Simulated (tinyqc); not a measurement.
Comparisons within one model: heavy doping: gap narrowing, degeneracy and the minority density. A value that a table varies takes the place of the one given here.

F_j(eta) = (1/Gamma(j + 1)) integral_0^infinity x^j dx/(1 + exp(x - eta)), which tends to exp(eta) for eta << 0.

Empirical narrowing (Slotboom form, constants chosen for the exercise; published fits of this form give the apparent narrowing, here it is taken as the true one): dEg = E0 [ln(N/N0) + sqrt(ln(N/N0)^2 + C)].

Majority: N = Nc F_1/2(eta), eta the distance of EF beyond the majority band edge in kT. Degeneracy factor gam = F_1/2(eta)/exp(eta). ni0^2 = Nc Nv exp(-Eg/kT); product n p = ni0^2 gam exp(dEg/kT), dEg the true narrowing; apparent narrowing dEa = dEg + kT ln gam; minority density = n p/N.

Bipolar transistor with N as emitter doping: beta = K (N/NB) exp((dEa_B + dG - dEa_E)/kT), dEa_E = dEg(N) + kT ln gam, dEa_B = dEg(NB). For the sweep in T, Nc is scaled as (T/T0)^(3/2) from its value at T0 = T.

Constants: kB = 8.617333262e-05 eV/K.

Inputs chosen for the exercise (gap and densities of states near those of GaAs at this temperature; narrowing constants of the size fitted for Si, not for this material; the results hold for these values, not for the real material): Eg = 1.427 eV (gap); Nc = 4.54e+17 1/cm^3 (conduction-band density of states); Nv = 9.16e+18 1/cm^3 (valence-band density of states); T = 300 K; E0 = 10.05 meV (narrowing scale); N0 = 1.4e+17 1/cm^3 (onset density); C = 0.5 (smoothing constant); N = 7.3e+16 1/cm^3 (ionised donors, equal to the majority density); NB = 2e+15 1/cm^3 (base doping); K = 1.2 (ratio (D_B W_E)/(D_E W_B)); dG = 50 meV (extra narrowing of the base by alloying).

## Narrowing against degeneracy

N takes the values listed; the last column is N over the factor gam exp(dEg/kT), the doping that a simple model would need to give the same minority density.

Results:

| N (1/cm^3) | eta | gam | dEg (meV) | dEa (meV) | minority (1/cm^3) | effective doping (1/cm^3) |
|---|---|---|---|---|---|---|
| 1.0e+15 | -6.12 | 0.999 | 0.5 | 0.5 | 0.00451 | 9.81e+14 |
| 5.0e+15 | -4.50 | 0.996 | 0.7 | 0.6 | 0.000908 | 4.88e+15 |
| 1.0e+16 | -3.81 | 0.992 | 0.9 | 0.7 | 0.000456 | 9.72e+15 |
| 5.0e+16 | -2.17 | 0.962 | 2.2 | 1.2 | 9.28e-05 | 4.77e+16 |
| 1.0e+17 | -1.44 | 0.925 | 4.5 | 2.5 | 4.88e-05 | 9.08e+16 |
| 5.0e+17 | 0.48 | 0.681 | 27.4 | 17.5 | 1.74e-05 | 2.54e+17 |
| 1.0e+18 | 1.55 | 0.469 | 40.8 | 21.2 | 1.01e-05 | 4.40e+17 |
| 4.0e+18 | 4.99 | 0.0602 | 68.1 | -4.5 | 9.29e-07 | 4.77e+18 |
| 9.0e+18 | 8.76 | 0.00311 | 84.3 | -65.0 | 3.99e-08 | 1.11e+20 |

dEg grows steadily to 84.3 meV, while the apparent value peaks at 21.2 meV for N = 1e+18 and falls to -65.0 meV as the Fermi level enters the band. N grows by a factor 50 from the third to the sixth row and the effective doping by 26.1.

## Current gain against temperature

Gain:

| T (K) | beta | beta with dG = 0 | without narrowing |
|---|---|---|---|
| 150 | 2.02e+03 | 42.3 | 43.8 |
| 200 | 764 | 42.0 | 43.8 |
| 250 | 427 | 42.0 | 43.8 |
| 300 | 291 | 42.0 | 43.8 |
| 350 | 221 | 42.1 | 43.8 |
| 400 | 180 | 42.2 | 43.8 |
| 450 | 154 | 42.3 | 43.8 |

dEa_B + dG - dEa_E at T0 = 48.9 meV

beta is 2.02e+03 at 150 K and 154 at 450 K, since the net exponent is positive: the gap is narrower in the base. At 300 K narrowing and degeneracy change the gain by a factor 0.96 and alloying the base by 6.92.

## What moves the minority density and the gain

All results formed anew. Each row changes one parameter from the base and keeps the others.

Results:

| case | dEg (meV) | dEa (meV) | minority (1/cm^3) | beta |
|---|---|---|---|---|
| base | 3.12 | 1.65 | 6.47e-05 | 291 |
| N = 1.46e+17 1/cm^3 | 7.54 | 4.61 | 3.63e-05 | 519 |
| E0 = 12.06 meV | 3.74 | 2.27 | 6.63e-05 | 285 |
| N0 = 2.8e+17 1/cm^3 | 1.75 | 0.29 | 6.14e-05 | 306 |
| Eg = 1.447 eV | 3.12 | 1.65 | 2.98e-05 | 291 |
| Nc = 5.9e+17 1/cm^3 | 3.12 | 1.99 | 8.52e-05 | 287 |
| NB = 4e+15 1/cm^3 | 3.12 | 1.65 | 6.47e-05 | 146 |

The largest shifts from the base row, up to three for each result and ties (the steps differ in size, so this ranks the rows, not the parameters). dEg (meV): N +4.42, N0 -1.36, E0 +0.62; unchanged at the printed digits by Eg, Nc and NB. dEa (meV): N +2.96, N0 -1.36, E0 +0.62; unchanged at the printed digits by Eg and NB. minority (1/cm^3): Eg -3.48e-05, N -2.84e-05, Nc +2.05e-05; unchanged at the printed digits by NB. beta: N +228, NB -145, N0 +14.8; unchanged at the printed digits by Eg.

(tinyqc, `OMP_NUM_THREADS=1 python tinyqc.py 1652739 1652740 out.jsonl`, Intel(R) Xeon(R) Processor @ 2.30GHz, 1 thread, shared host, about 0.02 s.)
